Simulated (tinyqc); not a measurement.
Square-lattice Ising model by mean field, Bethe lattice, transfer matrix, exact enumeration and Monte Carlo steps: one step, computed by the program tinyqc. Command: `OMP_NUM_THREADS=1 python tinyqc.py 3013248 3013249 out.jsonl ising walk`. One thread of a shared host (Intel(R) Xeon(R) Processor @ 2.30GHz), about 1 s of CPU time with the checks.

H = -J sum over nearest pairs s_i s_j, s = +-1, no field, periodic boundaries; energies per site are in J. As a lattice gas or an alloy, s marks which species holds the site.

Problem. Free energy and correlation length of the strip. With the eigenvalues l1 > l2: -f/(k_B T) = ln(l1)/w per site; xi = 1/ln(l1/l2) rows.

Inputs (values chosen for the exercise, for a model lattice): temperature T = 506 K; strip width w = 3.

T, lower triangle (symmetric):
```
          +++       ++-       +-+       +--       -++       -+-       --+       ---
+++  4.606153
++-  1.663845  1.663845
+-+  1.663845  0.601018  1.663845
+--  1.000000  1.000000  1.000000  1.663845
-++  1.663845  0.601018  0.601018  0.361222  1.663845
-+-  1.000000  1.000000  0.361222  0.601018  1.000000  1.663845
--+  1.000000  0.361222  1.000000  0.601018  1.000000  0.601018  1.663845
---  1.000000  1.000000  1.000000  1.663845  1.000000  1.663845  1.663845  4.606153
```

Give: three largest eigenvalues; -f/(k_B T); correlation length xi.

Solution.

three largest eigenvalues: 10.03  3.99  1.70

-f/(k_B T) = 0.7687

correlation length xi = 1.083
